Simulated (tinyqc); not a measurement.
## Sharing a fixed EOT between the layers

Without charge in the stack, a voltage of 0.8 V over an EOT of 1.4 nm gives F1 = (V/EOT)(3.9/e1) and F2 = F1 e1/e2; t2 = e2 (EOT/3.9 - t1/e1).

Inputs (values chosen for the exercise):
- e1 = 7.61 (relative permittivity of layer 1)
- e2 = 8.8 (relative permittivity of layer 2)

Results:
```
t1 (nm),t2 (nm),physical thickness (nm),drop over layer 1 (V),drop over layer 2 (V)
0,3.159,3.159,0,0.8000
0.33,2.777,3.107,0.09664,0.7034
0.66,2.396,3.056,0.1933,0.6067
1.33,1.621,2.951,0.3895,0.4105
1.66,1.239,2.899,0.4861,0.3139
1.99,0.8578,2.848,0.5828,0.2172
2.32,0.4762,2.796,0.6794,0.1206
```

Estimate the missing row, t1 = 1 nm.

Computed row:
```
t1 (nm),t2 (nm),physical thickness (nm),drop over layer 1 (V),drop over layer 2 (V)
1,2.003,3.003,0.2928,0.5072
```

With this row back in the table: Each 0.1 nm of layer 1 costs 0.116 nm of layer 2, so the physical thickness falls from 3.16 to 2.80 nm. The fields do not change, 2.93 MV/cm in layer 1 and 2.53 MV/cm in layer 2, and layer 1 takes half of the voltage at t1 = 1.37 nm.

Numbers from tinyqc (`OMP_NUM_THREADS=1 python tinyqc.py 2010107 2010108 out.jsonl`; about 0.01 s on one thread of a shared Intel Xeon 2.30GHz).
